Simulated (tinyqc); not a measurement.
Inside a calculation. Model: classical Heisenberg spin chain: exact results, Metropolis, heat-bath and over-relaxation steps, and a Monte Carlo run. Computed by tinyqc, a small Python program that keeps every step. Command: `OMP_NUM_THREADS=1 python tinyqc.py 3130123 3130124 out.jsonl heismc walk`. One thread of a shared host (Intel(R) Xeon(R) Processor @ 2.30GHz), about 0.2 s of CPU time with the checks. Intermediate numbers are printed to about 6 digits and carried at full precision; extremes and crossings named in words are read from the listed rows.

E = -J sum_i s_i . s_(i+1) for unit vectors s_i on an open chain; K = J/(k_B T).

Inputs (values chosen for the exercise, for a model chain of large moments): coupling J = -37 meV; temperature T = 790 K; moment mu = 2.6 mu_B; length N of the open chain = 8; seed = 75532.

Update: heat bath with over-relaxation.

Constants: k_B = 8.617333262e-05 eV/K; mu_B = 5.7883818060e-05 eV/T.

## Exact results

Each bond angle is independent, so u = <s_i . s_(i+1)> = coth K - 1/K, <s_i . s_(i+n)> = u^n, correlation length xi = -1/ln|u|, energy per bond -J u, heat capacity per bond c/k_B = 1 - K^2/sinh^2 K, and for the long chain chi = mu^2 (1 + u)/(3 k_B T (1 - u)) per spin.

K = -0.543503

u = -0.177697

xi = 0.578813 sites

energy per bond = -6.57480 meV

heat capacity = 0.0929098 k_B/bond

chi over the Curie value = 0.698229

chi = 0.00133777 mu_B/T per spin

For |K| << 1, u = K/3 = -0.1812.

## Finite chain

For N spins, <|sum s|^2>/N = (1 + u)/(1 - u) - 2 u (1 - u^N)/(N (1 - u)^2); the long chain has (1 + u)/(1 - u), chi over the Curie value, and the difference is relative to it.

<|sum s|^2>/N = 0.730259

difference from the long chain = 4.58728 %

## Four single-spin steps

four neighbouring spins (rows; components x, y, z):
```
[[0.4381, 0.0080, 0.8989],
 [-0.4975, 0.0891, 0.8629],
 [0.5868, 0.8083, -0.0483],
 [0.3794, -0.8412, -0.3853]]
```

random numbers, one row a step:
```
[[0.0973, 0.5090, 0.6745],
 [0.3097, 0.5764, 0.3550],
 [0.0843, 0.2938, 0.4587],
 [0.6938, 0.0859, 0.4190]]
```

The given spins are first normalised. Spins 2 and 3 are updated in turn, with h = K (sum of the two neighbours). Heat bath: cos(theta) = 1 + ln(1 - r1 (1 - exp(-2 |h|)))/|h| about n = h/|h|, azimuth 2 pi r2 = phi in the frame a = n x z/|n x z|, b = n x a: s = n cos(theta) + sin(theta)(a cos(phi) + b sin(phi)); r1, r2 are the first two numbers of the row. Steps 2 and 4 are reflections, s -> 2 (s . h) h/|h|^2 - s, which keep the energy and use no random number.

Steps:
```
spin      |h|  h . s before  h . s after        move          x          y          z
2     0.84902     -0.161322     0.766194   heat bath  -0.334483  -0.816279  -0.470966
3     1.01424      0.691342     0.691342  reflection  -0.619606   0.402546   0.673829
2     0.88891      0.551713     0.816285   heat bath   0.052162   0.148071  -0.987600
3     0.86816      0.799768     0.799768  reflection   0.121828   0.396929   0.909728
```

## A run and its error bars

From the ordered state (alternating for J < 0), with each spin drawn from exp(h . s), h = K x sum of neighbours, 200 sweeps are discarded and 1600 recorded (even and odd sites in turn, each heat-bath sweep followed by two sweeps of reflections; random numbers not printed, so these rows are one sample). Errors are the scatter of block means over sqrt(number of blocks).

Blocking:
```
block length  mean bond product       error  <|sum s|^2>/N      error
1                     -0.182704  0.00514405       0.710000  0.0138717
4                     -0.182704  0.00506168       0.710000  0.0141266
16                    -0.182704  0.00507642       0.710000  0.0148112
40                    -0.182704  0.00497644       0.710000  0.0164657
80                    -0.182704  0.00577412       0.710000  0.0126153
```

With blocks of 40 the bond product is 1.0 error bars from the exact u = -0.1777, and <|sum s|^2>/N is 1.2 from the exact 0.730. Blocking to 40 changes the two errors by factors 1.0 and 1.2.

Checks made by the program: c against a difference of the energy (relative difference 2e-10).
